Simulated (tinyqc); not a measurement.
Input admittance of a MOSFET at zero drain bias: distributed channel and distributed gate: two steps of the calculation.

Source and drain grounded, strong inversion, w = 2 pi f, Cox = eps0 eox/tox. The channel is an RC line of resistance 1/(mu Cox Vo) per square fed from both ends, so one finger has the intrinsic admittance y = i w Cox L tanh(g)/g per width, g = (1/2) sqrt(i w tau), tau = L^2/(mu Vo). The vertical resistance rv/L is in series with y, the overlaps 2 i w Cov in parallel: y_t = 1/(1/y + rv/L) + 2 i w Cov. The gate strip is a line of Rsh/L per length loaded by y_t, so a finger has Y = y_t Wf tanh(k)/k, k = (Wf/sd) sqrt(y_t Rsh/L); the device has Nf Y.

Inputs (values chosen for the exercise); values of the order met in silicon radio-frequency transistors: relative permittivity of the gate insulator (close to silicon dioxide) eox = 3.9; insulator thickness tox = 1.9 nm; channel length L = 0.29 um; finger width Wf = 10 um; number of fingers Nf = 64; channel mobility mu = 440 cm^2/(V s); gate overdrive Vo = 0.55 V; sheet resistance of the gate Rsh = 16 ohm/square; vertical resistivity of the gate stack rv = 0 ohm um^2; number of ends at which a finger is contacted sd = 2; overlap and fringe capacitance on each side Cov = 0.17 fF/um; frequency f = 9 GHz.

Constants: eps0 = 8.8541878128e-14 F/cm where lengths are in cm. Results are converted to the units shown.

Question 1. Low-frequency resistances and capacitance. Low-frequency limits, with c = Cox L and ct = c + 2 Cov: R_strip = Rsh Wf/(3 sd^2 L Nf), R_ch = (c/ct)^2 L/(12 mu Cox Vo Wf Nf), R_vert = (c/ct)^2 rv/(L Wf Nf), C = ct Wf Nf.

Wanted: parts; sum; C; 1/(2 pi R C).

Answer 1.

parts (ohm): strip 0.7184, channel 0.07576, vertical 0
sum = 0.7942 ohm
C = 3591 fF
1/(2 pi R C) = 55.81 GHz

The strip term is the largest, 90.5 % of the sum.

Question 2. Input impedance of the device. k and Y as defined; Z = 1/(Nf Y) = R + 1/(i w C); Q = |Im Z|/R; signal at the point farthest from a contact |1/cosh k|.

y_t = 4.87902+317.17448i uS/um

Find: k; Nf Y; R; C; Q; signal at the far point.

Answer 2.

k = 0.47131+0.46411i
Nf Y = 31.60+197.12i mS
R = 0.79296 ohm
C = 3575.4 fF
Q = 6.2374
signal at the far point = 0.98119

Numbers from tinyqc (`OMP_NUM_THREADS=1 python tinyqc.py 2262168 2262169 out.jsonl`; about 0.01 s on one thread of a shared Intel Xeon 2.30GHz).
